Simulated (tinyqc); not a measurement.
Millisecond and nanosecond annealing: surface heating, thermal budget and solid-phase regrowth: one step, computed by the program tinyqc.

A square pulse heats the surface of a thick wafer with constant thermal properties; losses by radiation are neglected and silicon melts at 1414 C.

Question. Temperature in depth and time. Absorbed flux q = (1 - R) fluence/t_p; kappa = k/c. With f(z, t) = (2 q/k) sqrt(kappa t) ierfc(z/(2 sqrt(kappa t))), ierfc(x) = exp(-x^2)/sqrt(pi) - x erfc(x): T = T0 + f(z, t) during the pulse and T0 + f(z, t) - f(z, t - t_p) after it.

Inputs (values chosen for the exercise, modelled on hot silicon with phosphorus):

| quantity | value | unit |
|---|---|---|
| incident fluence | 18.7 | J/cm^2 |
| pulse length t_p | 0.00066 | s |
| reflectance R | 0.42 | - |
| thermal conductivity k | 0.24 | W/(cm K) |
| heat capacity per volume c | 2.15 | J/(cm^3 K) |
| preheat temperature T0 | 700 | C |

Source: flash lamp.

thermal length sqrt(kappa t_p) = 85.83380 um

Give: Temperature (C).

Answer.

Temperature (C):

| t/t_p | surface | z = 0.5 thermal lengths | z = 1 | z = 2 |
|---|---|---|---|---|
| 0.10 | 910 | 735 | 702.3 | 700.0 |
| 0.25 | 1032 | 817 | 729.5 | 700.6 |
| 0.50 | 1169 | 932 | 797.9 | 710.0 |
| 0.75 | 1274 | 1028 | 868.1 | 730.9 |
| 1.00 | 1363 | 1110 | 934.7 | 759.1 |
| 1.10 | 1186 | 1106 | 957.9 | 771.6 |
| 1.50 | 1043 | 1019 | 958.3 | 815.3 |
| 2.00 | 975 | 963 | 930.3 | 836.8 |
| 4.00 | 878 | 875 | 865.3 | 833.2 |
| 10.00 | 808 | 807 | 804.8 | 796.9 |

One tenth of a pulse length after the end the surface has lost 177 C: cooling starts as sqrt(t - t_p), much faster than heating ends.
